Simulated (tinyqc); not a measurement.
# p-i-n power rectifier, conductivity modulation at high injection, step by step

tinyqc, about 0.01 s, one thread, Intel Xeon 2.30GHz (shared host): `OMP_NUM_THREADS=1 python tinyqc.py 2230018 2230019 out.jsonl` Printed values are rounded.

A drift layer from x = -d to d (2 d = W) between ideal p+ and n+ emitters (no recombination in them). High injection, n = p, ambipolar diffusion with one lifetime; both mobilities scale as (T/300 K)^(-bt).

Inputs (values chosen for the exercise); bulk values close to those of 4H silicon carbide: temperature T = 400 K; relative permittivity eps_r = 9.72; critical-field constant Kc = 23100 V/cm per (cm^-3)^(1/8); rated breakdown voltage of the drift layer BV = 13000 V; drift mobility at 300 K mud = 804 cm^2/(V s); temperature exponent of the drift mobility bt = 2.5; hole mobility at 300 K mup = 110 cm^2/(V s); band gap Eg = 3.36 eV; conduction-band density of states at T Nc = 2.62e19 cm^-3; valence-band density of states at T Nv = 3.85e19 cm^-3; forward current density J = 50 A/cm^2; high-level lifetime tau = 1e-5 s.

Constants: q = 1.602176634e-19 C, kB = 1.380649e-23 J/K, Vt = kB T/q, eps0 = 8.8541878128e-14 F/cm where lengths are in cm. Results are converted to the units shown.

Range of the model: Here n exceeds 3e17 cm^-3; above that emitter recombination, Auger recombination and carrier-carrier scattering, left out here, change the profile and the forward voltage.

## Drift layer

Triangular field at breakdown with Ec = Kc N^(1/8): BV = eps0 eps_r Ec^2/(2 q N), so N = (eps0 eps_r Kc^2/(2 q BV))^(4/3); W = 2 BV/Ec; mu = mud (T/300 K)^(-bt); rho = 1/(q mu N); ideal resistance rho W.

N = 5.28616e14 cm^-3
Ec = 1.59957 MV/cm
W = 162.543 um
mu = 391.660 cm^2/(V s)
rho = 30.1467 ohm cm
ideal resistance = 490.015 mohm cm^2

## Carrier profile

Da = 2 mun mup Vt/(mun + mup), La = sqrt(Da tau), B = (mun - mup)/(mun + mup) with mun = mud (T/300 K)^(-bt), mup likewise; n(x) = (tau J/(2 q La)) [cosh(x/La)/sinh(d/La) - B sinh(x/La)/cosh(d/La)]. 11 equal steps.

Da = 3.24952 cm^2/s
La = 57.0045 um
B = 0.759300

```
point    x (um)   n (cm^-3)
0      -81.2716  4.92432e17
1      -66.4949  3.82834e17
2      -51.7183  2.99105e17
3      -36.9416  2.35587e17
4      -22.1650  1.87988e17
5       -7.3883  1.53092e17
6        7.3883  1.28540e17
7       22.1650  1.12674e17
8       36.9416  1.04422e17
9       51.7183  1.03225e17
10      66.4949  1.09004e17
11      81.2716  1.22148e17
```

d/La = 1.43. The lowest density on the grid is 195 times the drift doping.

## Forward voltage and stored charge

Ohmic drop: integral of J/(q (mun + mup) n); diffusion (Dember) drop Vt B ln(n(-d)/n(d)); both junctions together Vt ln(n(-d) n(d)/ni^2), ni = sqrt(Nc Nv) exp(-Eg/(2 Vt)), Eg in volts; V_F = the sum; stored charge q times the integral of n. Trapezoid rule; mun and mup scale as (T/300 K)^(-bt).

ohmic drop = 0.0748332 V
diffusion drop = 0.0364878 V
junction drops = 3.02471 V
V_F = 3.13603 V
stored charge = 502.797 uC/cm^2

A fine grid gives V_F = 3.136 V and the stored charge J tau = 500.0 uC/cm^2. Without modulation the drift layer alone would drop J rho W = 24.5 V, 220 times the ohmic and diffusion drops together.
